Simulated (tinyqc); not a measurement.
Worked calculation: MP2 on RHF in the sto-6g basis, for HeH+, spin multiplicity 1. One step of it, computed by the program tinyqc.

Question. Iteration 10 (converged): orbitals. Diagonalise F' = X^T F X, C = X C', fill 1 alpha and 1 beta electrons from the bottom; D = 2 C_occ C_occ^T. Each column has its largest component positive (the first on a tie).

converged F (hartree):
```
           1He 1s      2H 1s
1He 1s  -1.404984  -0.620429
2H 1s   -0.620429  -0.595133
```

X:
```
           1He 1s      2H 1s
1He 1s   1.044210  -0.176885
2H 1s   -0.176885   1.044210
```

Give: F' = X^T F X; orbital energies; coefficients C; D after iteration 10.

Answer.

F' = X^T F X (hartree):
```
         1        2
1  -1.3214  -0.3265
2  -0.3265  -0.4637
```

orbital energies (hartree): MO1 -1.4315, MO2 -0.3536

coefficients C:
```
           MO1      MO2
1He 1s  0.9329  -0.5014
2H 1s   0.1662   1.0460
```

D after iteration 10:
```
        1He 1s   2H 1s
1He 1s  1.7406  0.3100
2H 1s   0.3100  0.0552
```
